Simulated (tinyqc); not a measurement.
# MOS inversion layer, Poisson-Schroedinger loop: effect of the temperature

Electrons confined at an insulator interface at z = 0, treated as a hard wall; parabolic valleys, Hartree approximation, no image or exchange terms. The depletion charge lies far deeper than the electrons and gives a uniform field q Nd/(eps0 eps_r); the gate balances all charge. Energies are counted from the band edge at the interface.

Schroedinger equation -(C/mz) psi'' + (V0 + U) psi = E psi, C = hbar^2/(2 m0), psi(0) = 0, on a uniform mesh of 800 nodes with a far wall at 120 nm, 8 levels a set; V0 = q Nd z/(eps0 eps_r); dU/dz = q (Ns - integral of n from 0 to z)/(eps0 eps_r), U(0) = 0; N_k = g md m0 q Vt/(pi hbar^2) ln(1 + exp((EF - E_k)/Vt)), g the number of valleys of the set, sum N_k = Ns. Triangular well: E_k = a_k (C F^2/mz)^(1/3), a_1 = 2.338107, a_2 = 4.087949, C = hbar^2/(2 m0), F in eV/nm. Fang-Howard (all electrons in the lowest level of set A): b^3 = 6 (mz1/C) q (Nd + 11 Ns/32)/(eps0 eps_r), centroid 3/b, level C b^2/(4 mz1) + (3/b) q (Nd + 11 Ns/16)/(eps0 eps_r). The centroid adds 3.9 z_av/eps_r to an oxide-equivalent thickness. Shares under 0.0001 % are printed as 0.

Parameters, values chosen for the exercise; masses and permittivity close to those of In0.53Ga0.47As:
```
symbol,value,unit,meaning
eps_r,13.8,,relative permittivity
mz1,0.0411,m0,mass along z of valley set A (1 valley(s))
md1,0.0409,m0,in-plane density-of-states mass of set A
Ns,4e11,cm^-2,sheet density of electrons
Nd,2.1e11,cm^-2,sheet density of depletion charge
```

Constants: q = 1.602176634e-19 C, kB = 1.380649e-23 J/K, hbar = 1.054571817e-34 J s, m0 = 9.1093837015e-31 kg, Vt = kB T/q, eps0 = 8.8541878128e-14 F/cm where lengths are in cm, hbar^2/(2 m0) = 0.0380998212 eV nm^2. Results are converted to the units shown.

The same in every row: Fang-Howard centroid (nm) = 9.71.

Results:
```
T (K)  A1 (meV)  A2 (meV)  EF (meV)  share of A1 (%)  share of A2 (%)  centroid z_av (nm)  added oxide equivalent (nm)
20         81.6       121       105              100          6.17e-4                9.10                         2.57
50         81.6       121       105             99.6            0.408                9.13                         2.58
77         81.7       122       104             97.9             2.03                9.26                         2.62
120        82.0       123       103             93.7             5.87                9.61                         2.72
200        82.5       125      95.7             84.7             12.3                10.5                         2.97
400        83.7       131      63.5             65.2             19.7                13.3                         3.77
500        84.2       133      41.3             57.9             20.8                14.7                         4.16
```

Estimate the missing row, T = 300 K.

Computed row:
```
T (K)  A1 (meV)  A2 (meV)  EF (meV)  share of A1 (%)  share of A2 (%)  centroid z_av (nm)  added oxide equivalent (nm)
300        83.1       128      82.0             74.1             17.2                11.9                         3.36
```

With this row back in the table: As T goes from 20 to 500, A1 rises from 81.6 to 84.2 meV, the share of A1 falls from 100 to 57.9 % and the centroid rises from 9.10 to 14.7 nm. EF lies more than 2 meV above A1 for T = 20, 50, 77, 120, 200. The Fang-Howard centroid is 6.7 % above the full one in the first row, where A1 holds 100 %, and 34 % below it in the last, where A1 holds 57.9 %. For T = 500 the eighth level of a set still holds over 0.4 % of the electrons, so more levels and a farther wall would raise the centroid.

Program tinyqc, `OMP_NUM_THREADS=1 python tinyqc.py 2160162 2160163 out.jsonl`; Intel Xeon 2.30GHz, shared host, one thread, about 0.5 s.
